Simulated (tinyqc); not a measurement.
Central-cell correction: shallow acceptor in the spherical four-band model.

The ground state 1S3/2 has an L = 0 part f(r) and an L = 2 part g(r). In units of Ry* and a*, with Gaussians f_i = exp(-a_i r^2), g_i = r^2 exp(-a_i r^2), A = a_i + a_j and I(n) = Gamma((n + 1)/2)/(2 A^((n + 1)/2)): S_ff = I(2), S_gg = I(6), H_ff = (6 a_i a_j/A) I(2) - 2 I(1), H_gg = (14 a_i a_j/A) I(6) - 2 I(5), H_fg = -mu [15 I(2) - 20 a_j I(4) + 4 a_j^2 I(6)]; each function is then normalised. The split-off band is left out.

Converged values use 22 exponents 2.2^i, i = -7 to 14, for f and for g.

Values chosen for the exercise (out of a larger set: near those of a shallow acceptor in GaP, where the small spin-orbit splitting and strong warping make this model rough; not measured data): rc = 1.9 angstrom (radius of the central cell); Vs = (3, 1, 0, -1, -2, -3, -4) eV (central-cell strengths).

mu = 0.46439
Ry* = 29.5342 meV
a* = 22.998 angstrom

A short-range term V exp(-r^2/rc^2) is added (negative: attracts the hole); its elements are V S (A/(A + 1/rc^2))^(3/2) for f and ^(7/2) for g, in the same units.

Results:

| V (eV) | 1S binding (meV) | 2S binding (meV) | <r> (angstrom) | L = 2 weight |
|---|---|---|---|---|
| 3.0 | 33.5 | 9.59 | 31.4 | 0.092 |
| 1.0 | 35.4 | 9.85 | 29.7 | 0.093 |
| 0.0 | 36.8 | 10.03 | 28.6 | 0.094 |
| -1.0 | 38.7 | 10.27 | 27.2 | 0.096 |
| -2.0 | 41.5 | 10.59 | 25.4 | 0.097 |
| -3.0 | 45.7 | 11.03 | 23.2 | 0.099 |
| -4.0 | 52.5 | 11.68 | 20.4 | 0.102 |

How do the results move, and what explains it?

From V = 0 to -4 eV the 1S binding grows by 15.7 meV (43 %) and the 2S binding by 1.65 meV, so the chemical shift sits mainly in the ground state. A repulsion of 3 eV removes 3.3 meV. The slope is 6.77 meV per eV over the last step against 1.11 on the repulsive side, since attraction pulls the state into the cell: the route from a shallow to a deep level.

Program tinyqc; command `OMP_NUM_THREADS=1 python tinyqc.py 1251515 1251516 out.jsonl`; about 0.04 s on one thread of a shared Intel(R) Xeon(R) Processor @ 2.30GHz.
